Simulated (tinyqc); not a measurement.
What moves the results: carrier statistics of a doped semiconductor with parabolic bands. A value that a table varies takes the place of the one given here.

Eg(T) = Eg0 - al T^2/(T + be); m_de = Mv^(2/3) (ml mt^2)^(1/3); m_dh = (mhh^(3/2) + mlh^(3/2))^(2/3); Nc and Nv from N = 2 (m kB T/(4 pi c))^(3/2) with c = hbar^2/2m0, in 1/angstrom^3; times 1e24 for 1/cm^3.

Energies are counted from Ev, so Ec = Eg. n = Nc F_1/2((EF - Eg)/kT), p = Nv F_1/2(-EF/kT), ND+ = ND/(1 + 2 exp((EF - Eg + ED)/kT)), NA- = NA/(1 + 4 exp((EA - EF)/kT)); neutrality asks p + ND+ = n + NA-. F_j(eta) = (1/Gamma(j + 1)) integral_0^infinity x^j dx/(1 + exp(x - eta)), which tends to exp(eta) for eta << 0.

Constants: hbar^2/2m0 = 3.80998211 eV angstrom^2; kB = 8.617333262e-05 eV/K.

Parameters, chosen for this exercise (near those of SiC; not measured data):
- Eg0 = 3.289 eV (gap at 0 K)
- al = 0.000662 eV/K (Varshni alpha)
- be = 1296 K (Varshni beta)
- ml = 0.323 m0 (longitudinal electron mass)
- mt = 0.417 m0 (transverse electron mass)
- Mv = 3 (equivalent valleys)
- mhh = 0.948 m0 (heavy-hole mass)
- mlh = 0.439 m0 (light-hole mass)
- ND = 1.3e+12 1/cm^3 (donors)
- NA = 1e+18 1/cm^3 (acceptors)
- ED = 0.059 eV (donor level below Ec)
- EA = 0.209 eV (acceptor level above Ev)
- T = 250 K

## Temperature

Neutrality solved at each temperature; ni = sqrt(Nc Nv) exp(-Eg/2kT).

Carriers (1/cm^3):
```
T (K)  EF (eV)         n         p  majority / |ND - NA|        ni  Eg (eV)
30      0.1775    <1e-99  1.44e-12              1.44e-30    <1e-99   3.2886
50      0.1566    <1e-99       342              3.42e-16    <1e-99   3.2878
77      0.1283    <1e-99  1.57e+10              1.57e-08  8.71e-90   3.2861
120     0.1223    <1e-99  5.61e+13              5.61e-05  7.02e-51   3.2823
200     0.1407  1.26e-60  4.72e+15               0.00472  7.71e-23   3.2713
300     0.1672  2.72e-33  4.73e+16                0.0473  1.13e-08   3.2517
450     0.2143  8.71e-15  2.23e+17                 0.223      44.1   3.2122
600     0.2711  2.57e-05  4.54e+17                 0.454  3.42e+06   3.1633
800     0.3618       529  6.96e+17                 0.696  1.92e+10   3.0869
1000    0.4658  1.82e+07  8.31e+17                 0.831  3.90e+12   3.0007
```

How do the results move?

Ionisation is incomplete: the majority density is below 90 % of the net doping at 30, 50, 77, 120, 200, 300, 450, 600, 800 and 1000 K, down to a share of 1.4e-30. No listed temperature gives a majority density within 10 % of the net doping. The majority density never exceeds the net doping by 10 %; ni is 3.90e+12 1/cm^3 at 1000 K against a net doping of 1.00e+18. EF goes from 0.178 eV to 0.466 eV, where midgap is 1.500 eV and the intrinsic level (Boltzmann) 1.523 eV.

## Doping level

Only acceptors are present (ND = 0); eta is the distance of EF beyond the valence edge in units of kT.

Neutral state:
```
NA (1/cm^3)  EF (eV)  majority (1/cm^3)  ionised share     eta
1.0e+14       0.2706           8.13e+13          0.813  -12.56
1.0e+15       0.2340           4.44e+14          0.444  -10.86
1.0e+16       0.2049           1.71e+15          0.171   -9.51
1.0e+17       0.1787           5.78e+15          0.058   -8.30
1.0e+18       0.1535           1.87e+16          0.019   -7.12
3.0e+18       0.1416           3.24e+16          0.011   -6.57
1.0e+19       0.1285           5.93e+16          0.006   -5.97
3.0e+19       0.1167           1.03e+17          0.003   -5.42
```

How do the results move?

The impurity level lies at 0.2090 eV. The ionised share falls from 0.813 to 0.003 as EF passes through it between 1e+15 and 1e+16 1/cm^3 (share 1/5 there); it is below one half from 1e+15 1/cm^3 on. Over the last two rows the doping grows threefold and the majority density by a factor 1.73. EF stays more than 3 kT from the majority band edge. Above roughly 2e+20 1/cm^3 (N^(1/3) a = 0.26, with the radius a = sqrt(c/(m E)) from the ionisation energy E and the mass mhh) the levels merge with the band and real ionisation is complete; sharp levels then overstate freeze-out.

## What each input does

Neutrality solved anew for each case. Each row changes one parameter from the base and keeps the others.

Results:
```
case                 EF (eV)  n (1/cm^3)  p (1/cm^3)
base                  0.1535    2.90e-44    1.86e+16
T = 270 K             0.1589    2.14e-39    2.82e+16
ND = 6.5e+11 1/cm^3   0.1535    2.90e-44    1.86e+16
NA = 5e+17 1/cm^3     0.1610    4.12e-44    1.31e+16
Eg0 = 3.339 eV        0.1535    2.85e-45    1.86e+16
mt = 0.5004 m0        0.1535    3.49e-44    1.86e+16
mhh = 1.1376 m0       0.1558    3.24e-44    2.07e+16
EA = 0.3135 eV        0.2056    3.26e-43    1.66e+15
```

What can be read from the table?

The largest shifts from the base row, up to three for each result and ties (the steps differ in size, so this ranks the rows, not the parameters). EF (eV): EA +0.0521, NA +0.0076, T +0.0054; unchanged at the printed digits by ND, Eg0 and mt. n (1/cm^3): T +2.14e-39, EA +2.97e-43, Eg0 -2.62e-44; unchanged at the printed digits by ND. p (1/cm^3): EA -1.70e+16, T +9.51e+15, NA -5.51e+15; unchanged at the printed digits by ND, Eg0 and mt.

Run: tinyqc, `OMP_NUM_THREADS=1 python tinyqc.py 1650139 1650140 out.jsonl`; Intel(R) Xeon(R) Processor @ 2.30GHz, one thread, shared host; about 0.01 s of CPU time with all checks.
